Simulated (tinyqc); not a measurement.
# Hole mobility in a silicon inversion layer, empirical terms and Matthiessen rule: effect of the temperature

Inversion layer of sheet density Ns on a uniformly doped body, under a high-permittivity gate with an interlayer. The mobility terms are empirical power laws with prefactors chosen for the exercise; adding their inverses (Matthiessen) is itself an approximation.

Nc and Nv are given at 300 K and scale as (T/300 K)^1.5; Eg is fixed. ni = sqrt(Nc Nv) exp(-Eg/(2 Vt)), Eg in volts; Ndep = sqrt(2 eps0 eps_r Nb (2 Vt ln(Nb/ni) + Vsb)/q); E = q (Ndep + eta Ns)/(eps0 eps_r), in MV/cm. With t = T/(300 K): muC = Ac (Ns/1e12 cm^-2) t/(Nb/1e17 cm^-3 + Nit/1e11 cm^-2), muP = Ap E^(-1/3) t^(-1.75), muS = As E^(-gs), muR = Ar exp(2 ti/lr)/t; 1/mu is the sum of the inverses.

Inputs (values chosen for the exercise); material values close to those of silicon:
```
symbol    value        unit                                                         meaning
Eg         1.12          eV                                                        band gap
eps_r      11.5                                  relative permittivity of the semiconductor
Nc      2.81e19       cm^-3  conduction-band density of states at the reference temperature
Nv       2.7e19       cm^-3     valence-band density of states at the reference temperature
Nb       6.6e16       cm^-3                                                     body doping
Vsb         0.6           V                                               reverse body bias
eta      0.3333                       weight of the inversion charge in the effective field
Ap          115  cm^2/(V s)                    phonon-limited mobility at 1 MV/cm and 300 K
As          354  cm^2/(V s)                           roughness-limited mobility at 1 MV/cm
gs          1.3                                              exponent of the roughness term
Ac         1900  cm^2/(V s)                                               Coulomb prefactor
Nit      4.5e10       cm^-2                                         charge at the interface
Ar          320  cm^2/(V s)                       remote-phonon mobility without interlayer
ti          1.2          nm                                            interlayer thickness
lr          0.5          nm                                  decay length of remote phonons
Ns       5.6e12       cm^-2                                               inversion density
```

Constants: q = 1.602176634e-19 C, kB = 1.380649e-23 J/K, Vt = kB T/q, eps0 = 8.8541878128e-14 F/cm where lengths are in cm. Results are converted to the units shown.

Results:
```
T (K),E (MV/cm),muC (cm^2/(V s)),muP (cm^2/(V s)),muS (cm^2/(V s)),muR (cm^2/(V s)),mu (cm^2/(V s))
120,0.4773,3834,731.4,925.9,9.721e4,367.9
160,0.4748,5112,442.9,932.2,7.291e4,282.5
200,0.4721,6390,300.3,939.1,5.833e4,218.9
250,0.4685,7988,203.7,948.5,4.666e4,163.7
350,0.4606,1.118e4,113.7,969.7,3.333e4,100.5
400,0.4564,1.278e4,90.28,981.5,2.916e4,81.92
450,0.4519,1.438e4,73.71,994.2,2.592e4,68.12
```

Estimate the missing row, T = 300 K.

Computed row:
```
T (K),E (MV/cm),muC (cm^2/(V s)),muP (cm^2/(V s)),muS (cm^2/(V s)),muR (cm^2/(V s)),mu (cm^2/(V s))
300,0.4647,9586,148.5,958.7,3.888e4,126.4
```

With this row back in the table: As T goes from 120 to 450 K, E falls from 0.477 to 0.452 MV/cm and mu falls from 368 to 68.1 cm^2/(V s). The phonon term is the smallest in the first and the last row. For T = 120 to 160 K dopant freeze-out and degenerate screening, left out here, matter.

Numbers from tinyqc (`OMP_NUM_THREADS=1 python tinyqc.py 2510148 2510149 out.jsonl`; about 0.01 s on one thread of a shared Intel Xeon 2.30GHz).
